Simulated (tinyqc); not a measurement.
Which substrate gives the strongest standing wave: standing waves and exposure in a photoresist film.

Inputs chosen for the exercise:
```
symbol  value  unit          meaning
lam     193    nm            vacuum wavelength
n1      1.714                resist index
A       0.07   1/micrometre  bleachable absorption (Dill A)
B       1      1/micrometre  fixed absorption (Dill B)
```

r12 = (N1 - Ns)/(N1 + Ns) with N1 = n1 + i (A + B) lam/(4 pi), lam in micrometres, and Ns = ns + i ks chosen for the exercise, each substrate thick; contrast 2|r|/(1 + |r|^2); the intensity at the interface relative to the forward wave is |1 + r12|^2.

Results:
```
case            ns     ks  |r12|^2  contrast  phase (degrees)  |1 + r12|^2
near Al      0.109  2.256   0.8945     0.998           -105.6        1.385
near SiO2    1.572  0.000   0.0019     0.087              6.3        1.088
near W       1.290  2.993   0.5000     0.943           -126.9        0.650
near polySi  1.005  2.147   0.4176     0.912           -110.1        0.973
near Si3N4   2.617  0.260   0.0464     0.412           -168.6        0.624
```

The strongest reflector is the case near Al (0.894) and the weakest near SiO2 (0.0019). The intensity at the interface depends on the phase too: it is lowest for the case near Si3N4 (0.624, phase -169 degrees) and highest for near Al (1.385); a strong reflector with a phase of 180 degrees would put a node there.

(tinyqc, `OMP_NUM_THREADS=1 python tinyqc.py 1651747 1651748 out.jsonl`, Intel(R) Xeon(R) Processor @ 2.30GHz, 1 thread, shared host, about 0.01 s.)
